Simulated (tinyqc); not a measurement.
Standing waves and exposure in a photoresist film: sweeps and comparisons. A value that a table varies takes the place of the one given here.

Normal incidence from air. Unexposed resist: N1 = n1 + i k1 with k1 = (A + B) lam/(4 pi), lam in micrometres. r01 = (1 - N1)/(1 + N1), t01 = 2/(1 + N1). Below the resist lie the layer Na = na + i ka and the substrate Ns = ns + i ks: r12 = (r1a + ras x)/(1 + r1a ras x), x = exp(4 pi i Na da/lam), r1a = (N1 - Na)/(N1 + Na), ras = (Na - Ns)/(Na + Ns). With p = exp(2 pi i N1 d/lam), the field at depth z is E(z) = t01 [exp(2 pi i N1 z/lam) + r12 p^2 exp(-2 pi i N1 z/lam)]/(1 + r01 r12 p^2), the relative intensity I(z) = n1 |E(z)|^2 and the reflectance R = |(r01 + r12 p^2)/(1 + r01 r12 p^2)|^2.

Values chosen for the exercise (a resist on Al, indices near tabulated ones; the results hold for these values, not for the real material): lam = 193 nm (vacuum wavelength); n1 = 1.699 (resist index); A = 0.14 1/micrometre (bleachable absorption (Dill A)); B = 1.02 1/micrometre (fixed absorption (Dill B)); d = 135 nm (resist thickness); ns = 0.109 (substrate n); ks = 2.222 (substrate k); na = 1.78 (n of the bottom antireflection layer); ka = 0.357 (its k); da = 43 nm (its thickness).

## Swing of the coupled dose with resist thickness

The mean of I is taken over 800 depths; the relative dose to clear is taken as 1/(mean of I over the lowest period, 60 depths), scaled to 1 in the first row.

Swing:

| d (nm) | R | mean I | relative dose |
|---|---|---|---|
| 135.0 | 0.0207 | 1.0821 | 1.000 |
| 144.5 | 0.0269 | 1.0976 | 1.026 |
| 153.9 | 0.1496 | 0.9605 | 1.193 |
| 163.4 | 0.2404 | 0.8378 | 1.348 |
| 172.9 | 0.2351 | 0.8170 | 1.347 |
| 182.3 | 0.1373 | 0.9056 | 1.207 |
| 191.8 | 0.0184 | 1.0347 | 1.078 |
| 201.3 | 0.0244 | 1.0395 | 1.105 |
| 210.7 | 0.1398 | 0.9154 | 1.272 |
| 220.2 | 0.2265 | 0.8084 | 1.428 |
| 229.7 | 0.2215 | 0.7945 | 1.429 |
| 239.1 | 0.1284 | 0.8771 | 1.289 |
| 248.6 | 0.0170 | 0.9898 | 1.161 |

The period is 56.8 nm, six rows. The relative dose swings between 1.000 and 1.429, a ratio (max - min)/mean of 0.351, against the estimate 4 sqrt(|r01|^2 |r12|^2) exp(-(A + B) d) = 0.299 for the oscillating part alone; the ratio from the table also holds the slow rise from absorption, 16.1 % over two periods, so the two are not strictly comparable.

## Tuning the antireflection layer

da takes the values listed; the contrast is (Imax - Imin)/(Imax + Imin) over the lowest period of the resist (60 depths).

Results:

| da (nm) | \|r12\|^2 | contrast |
|---|---|---|
| 0 | 0.8915 | 0.994 |
| 10 | 0.4758 | 0.920 |
| 20 | 0.1727 | 0.698 |
| 30 | 0.0860 | 0.541 |
| 40 | 0.1051 | 0.592 |
| 50 | 0.1186 | 0.583 |
| 60 | 0.0774 | 0.489 |
| 75 | 0.0061 | 0.163 |
| 90 | 0.0110 | 0.216 |
| 110 | 0.0254 | 0.285 |
| 140 | 0.0060 | 0.132 |

|r12|^2 starts at 0.8915 and is lowest, 0.0060, at 140 nm of those listed, where the contrast is 0.132 against 0.994. The contrast follows 2|r|/(1 + |r|^2), so even |r12|^2 = 0.01 leaves about 0.2. Values below 0.01 occur at 75 and 140 nm.

## What moves the exposure

The mean of I is over 800 depths. Each row changes one parameter from the base and keeps the others.

Results:

| case | \|r12\|^2 | R | mean I | I at the bottom |
|---|---|---|---|---|
| base | 0.1138 | 0.0207 | 1.0821 | 0.4314 |
| d = 145 nm | 0.1138 | 0.0319 | 1.0927 | 0.4178 |
| n1 = 1.716 | 0.1110 | 0.0099 | 1.0943 | 0.4405 |
| B = 1.22 1/micrometre | 0.1136 | 0.0201 | 1.0611 | 0.4182 |
| ks = 2 | 0.1181 | 0.0151 | 1.1020 | 0.4473 |
| da = 53 nm | 0.1116 | 0.0153 | 1.1396 | 0.8003 |
| ka = 0.464 | 0.0761 | 0.0068 | 1.0448 | 0.5314 |

The largest shifts from the base row, up to three for each result and ties (the steps differ in size, so this ranks the rows, not the parameters). |r12|^2: ka -0.0377, ks +0.0043, n1 -0.0028; unchanged at the printed digits by d. R: ka -0.0140, d +0.0112, n1 -0.0109. mean I: da +0.0574, ka -0.0373, B -0.0210. I at the bottom: da +0.3689, ka +0.1000, ks +0.0159.

Program tinyqc; command `OMP_NUM_THREADS=1 python tinyqc.py 1681596 1681597 out.jsonl`; about 0.01 s on one thread of a shared Intel(R) Xeon(R) Processor @ 2.30GHz.
